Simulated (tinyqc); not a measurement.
Mass anisotropy: shallow donor in an anisotropic valley (effective-mass theory).

One valley: H = -c [(d2/dx2 + d2/dy2)/mt + (d2/dz2)/ml] - q/(eps r), c = hbar^2/2m0, q = e^2/(4 pi eps0). Trial function exp(-sqrt((x^2 + y^2)/a^2 + z^2/b^2)) with a > b: T = (c/3)(2/(mt a^2) + 1/(ml b^2)), V = -(q/eps) atan(u/b)/u, u = sqrt(a^2 - b^2). The central cell of the impurity is left out.

Constants: hbar^2/2m0 = 3.80998211 eV angstrom^2; e^2/(4 pi eps0) = 14.39964547 eV angstrom; Ry = 13.60569312 eV; a0 (Bohr radius) = 0.5291772105 angstrom.

Inputs chosen for the exercise (out of a larger set: near those of a group-V donor in Si; not measured data):
- mt = 0.189 m0 (transverse mass)
- eps = 11.7 (dielectric constant)
- xs = (1.1, 2.4, 3.3, 4.9, 9.3, 25, 50, 150) (ratios ml/mt)

mt and eps fixed, ml varied. Energies in units of Ry*(mt) = Ry mt/eps^2 and lengths in a*(mt) = a0 eps/mt; the last two columns use one mass, 3/(1/ml + 2/mt) or (ml mt^2)^(1/3).

Results:

| ml/mt | a/a* | b/a | binding | conductivity mass | density-of-states mass |
|---|---|---|---|---|---|
| 1.10 | 0.980 | 0.967 | 1.032 | 1.031 | 1.032 |
| 2.40 | 0.841 | 0.733 | 1.307 | 1.241 | 1.339 |
| 3.30 | 0.796 | 0.656 | 1.425 | 1.303 | 1.489 |
| 9.30 | 0.680 | 0.457 | 1.812 | 1.423 | 2.103 |
| 25.0 | 0.605 | 0.325 | 2.167 | 1.471 | 2.924 |
| 50.0 | 0.566 | 0.257 | 2.397 | 1.485 | 3.684 |
| 150 | 0.521 | 0.177 | 2.715 | 1.495 | 5.313 |

Give the missing row, ml/mt = 4.90.

Computed row:
```
ml/mt   a/a*    b/a  binding  conductivity mass  density-of-states mass
4.90   0.746  0.571    1.572              1.361                   1.698
```

The binding grows from 1.03 to 2.72 Ry*(mt); for ml going to infinity the exact problem becomes two-dimensional, with 4 Ry*. The conductivity mass saturates at 1.5 and underbinds, by 13 % at ml/mt = 4.9; the density-of-states mass errs by +8 % there and by +96 % in the last row. With these mt and eps one unit is 18.78 meV.

Run: tinyqc, `OMP_NUM_THREADS=1 python tinyqc.py 1250460 1250461 out.jsonl`; Intel(R) Xeon(R) Processor @ 2.30GHz, one thread, shared host; about 0.01 s of CPU time with all checks.
